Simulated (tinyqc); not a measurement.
Valley splitting plane by plane: thin (001) film in sp3s* tight binding with raised dangling bonds.

Planes alternate anion (a), cation (c) along [001], a/4 apart, starting with an anion; zero in-plane momentum; levels counted from the bulk Ev, the lower root of [[Epa, Vxx], [Vxx, Epc]]; no spin-orbit coupling. Block of s, pz, s*: from an anion to the cation above, Vss/2 (s,s), Vsapc/2 (s,z), -Vscpa/2 (z,s), Vxx/2 (z,z), Vxapc/2 (s*,z), -Vpaxc/2 (z,s*); to the cation below the same with the s-z and s*-z signs reversed. Block of u = (px + py)/sqrt2 and v = (px - py)/sqrt2: to the cation above (Vxx + Vxy)/2 for u and (Vxx - Vxy)/2 for v, to the cation below the reverse. Each surface atom has two dangling sp3 hybrids; raising both by dl adds (dl/2) [[1, t], [t, 1]] to its s, pz levels (t = -1 at the bottom face, +1 at the top) and dl to the one of u, v in whose plane the missing bonds lie (v for a bottom anion or a top cation, u for a top anion).

Parameters, chosen for this exercise (out of a larger set: near a published set for Ge, fitted to gaps, whose masses and valley positions are rough; the L valleys, lowest in Ge, lie off zero in-plane momentum and are not seen; not measured data):
- p = (-5.817, 1.6, -5.817, 1.6, 6.447, 6.447, -6.851, 1.607, 4.911, 5.511, 5.511, 5.21, 5.21) eV (order Esa, Epa, Esc, Epc, Exa, Exc, Vss, Vxx, Vxy, Vsapc, Vscpa, Vxapc, Vpaxc)
- dp = 30 eV (value of dl for the passivated films)
- N0 = 23 (first number of planes)

edges (eV): Gamma 1.04100, Delta 0.85105

kz of the minimum = 0.80137 2 pi/a

Ten passivated films from N0 planes on; the phase is N pi k0/2 modulo pi, k0 the position of the bulk minimum.

Lowest doublet:
```
N   phase/pi  mean shift (meV)  splitting (meV)
23     0.216             35.91            2.023
24     0.616             33.10            0.734
25     0.017             30.70            2.234
26     0.418             28.41            0.461
27     0.819             26.41            1.380
28     0.219             24.66            1.269
29     0.620             23.04            0.524
30     0.021             21.56            1.245
31     0.421             20.24            0.340
32     0.822             19.05            0.906
```

The splitting ranges from 0.34 meV (N = 31) to 2.23 meV (N = 25), while the mean shift goes from 36 to 19 meV and falls steadily. The splitting changes direction 7 times in these ten films, and one plane more changes it by up to 1.77 meV: it hangs on the phase between the two faces, which is why atomic steps matter.

tinyqc: `OMP_NUM_THREADS=1 python tinyqc.py 1480722 1480723 out.jsonl`; about 0.4 s, one thread, shared Intel(R) Xeon(R) Processor @ 2.30GHz.
